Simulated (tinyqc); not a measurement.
Estimate of lattice thermal conductivity from elastic moduli (Slack, Klemens and Cahill formulas): one step, computed by the program tinyqc.

An isotropic solid.

Task: Point defects and grains. High-temperature forms with the classical heat capacity. Klemens: kappa/kappa_0 = arctan(u)/u, u^2 = pi^2 Theta V Gamma kappa_0/(h v_m^2). Grains: 1/kappa_poly = 1/kappa + 1/(C v_m d/3), C = 3 k_B/(n V), the acoustic branches alone.

Inputs (values chosen for the exercise, for a model crystal):
```
quantity                    value        unit
volume per atom V            11.2  angstrom^3
atoms per primitive cell n      4           -
temperature T                 300           K
disorder parameter Gamma    0.037           -
grain size d                 7000          nm
```

Grueneisen parameter: from thermal expansion.

kappa of the perfect crystal = 11.33359 W/(m K)

Debye temperature Theta = 420.2595 K

v_m = 3158.254 m/s

Constants: h = 6.62607015e-34 J s; k_B = 1.380649e-23 J/K.

Give: disorder scale u; kappa with point defects; grain-boundary limit; kappa of the polycrystal.

Result:

disorder scale u = 1.717

kappa with point defects = 6.888 W/(m K)

grain-boundary limit = 6813 W/(m K)

kappa of the polycrystal = 6.881 W/(m K)

Point defects remove 39 % of kappa. Grains remove a further 0 %.
